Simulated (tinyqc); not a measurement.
Which current rules in forward bias: trap-assisted generation and recombination current of an abrupt junction. Computed by tinyqc, a small Python program. Command: `OMP_NUM_THREADS=1 python tinyqc.py 3029172 3029173 out.jsonl junctionleak walk`. One thread of a shared host (Intel(R) Xeon(R) Processor @ 2.30GHz), about 0.01 s of CPU time with the checks.

Depletion approximation, flat quasi-Fermi levels across the depleted layer, long neutral regions with minority lifetimes tau_n and tau_p, full ionisation and Boltzmann statistics. Voltages in exponents stand for e V.

Inputs (values chosen for the exercise, for a model semiconductor):
```
quantity,value,unit
gap E_g,2.5,eV
electron mass m_e,0.384,m_0
valleys M_c,3,-
hole mass m_h,0.598,m_0
dielectric constant eps,11.7,-
acceptor density N_A,1.1e+16,cm^-3
donor density N_D,8.7e+18,cm^-3
capture time tau_n,4.9e-09,s
capture time tau_p,6e-09,s
trap level E_t - E_i,0.14,eV
electron diffusion coefficient D_n,42,cm^2/s
hole diffusion coefficient D_p,1.4,cm^2/s
temperature T,300,K
tunnelling mass m_t,0.087,m_0
```

Field enhancement: Hurkx tunnelling factor.

Constants: k_B = 8.617333262e-05 eV/K; m_0 = 9.1093837015e-31 kg; k_B = 1.380649e-23 J/K; h = 6.62607015e-34 J s; e = 1.602176634e-19 C; eps_0 = 8.8541878128e-12 F/m; hbar = 1.054571817e-34 J s.

Method:
- N_c = 2 M_c (2 pi m_e k_B T/h^2)^(3/2) and N_v = 2 (2 pi m_h k_B T/h^2)^(3/2), masses in units of m_0.
- n_i = sqrt(N_c N_v) exp(-E_g/2 k_B T); V_bi = (k_B T/e) ln(N_A N_D/n_i^2); diffusion saturation current J_d0 = e n_i^2 [sqrt(D_n/tau_n)/N_A + sqrt(D_p/tau_p)/N_D].
- W = sqrt(2 eps eps_0 (V_bi - V)(1/N_A + 1/N_D)/e), x_p = W N_D/(N_A + N_D), x_n = W - x_p, peak field F_m = 2 (V_bi - V)/W; reverse bias means V = -V_r.
- Both capture times are divided by 1 + Gamma, Gamma = 2 sqrt(3 pi) (F/F_G) exp((F/F_G)^2), F_G = sqrt(24 m_t (k_B T)^3)/(e hbar) (the low-field Hurkx form), F being the local field, linear in x from 0 at the edges to F_m.
- Potential from the p edge: phi = (V_bi - V) x^2/(x_p W) on the p side and (V_bi - V)[1 - (W - x)^2/(x_n W)] on the n side; p = N_A exp(-phi/k_B T), n = n_i^2 exp(V/k_B T)/p; U = (n p - n_i^2)/[tau_p (n + n_i exp(dE/k_B T)) + tau_n (p + n_i exp(-dE/k_B T))], dE = E_t - E_i, n1 = n_i exp(dE/k_B T), p1 = n_i exp(-dE/k_B T); J_t = e int U dx by the trapezoid rule on 400 intervals on each side.
- J_d = J_d0 (exp(V/k_B T) - 1). Ideality n = (e/k_B T) dV/d ln J, central difference of 1 mV. The rows stop just below the bias where n = 0.1 p or tau_p n = 0.1 tau_n p at the p edge, or the like at the n edge.

k_B T = 0.0258520 eV

n_i = 0.0144488 cm^-3

J_d0 = 2.81577e-34 A/cm^2

Forward characteristic:
```
V (V),J_t (A/cm^2),J_d (A/cm^2),ideality of J_t,ideality of the sum
0.41,2.2744e-15,2.1742e-27,1.9380,1.9380
0.65,2.4854e-13,2.3395e-23,1.9876,1.9876
0.88,2.1910e-11,1.7098e-19,1.9845,1.9845
1.12,2.3717e-09,1.8398e-15,1.9787,1.9787
1.35,2.1481e-07,1.3446e-11,1.9692,1.9690
1.59,2.4475e-05,1.4468e-07,1.9487,1.9379
1.82,2.4871e-03,1.0574e-03,1.8895,1.4932
2.06,3.9801e-01,1.1378e+01,1.9095,1.0164
```

What does the comparison show, and why?

Diffusion overtakes recombination between 1.82 and 2.06 V, and the ideality of the sum goes from 1.94 to 1.02, with a maximum of 1.99 at 0.65 V. The ideality of J_t alone lies between 1.89 and 1.99; it stays below 2 because the zone where n and p are alike widens as the field falls, and at the lowest bias the terms in n1 and p1 lower it too. Caution: one side is doped near or above its effective density of states, so Boltzmann statistics understate V_bi.

Extremes, crossings and ranges named in words are read from the listed rows.
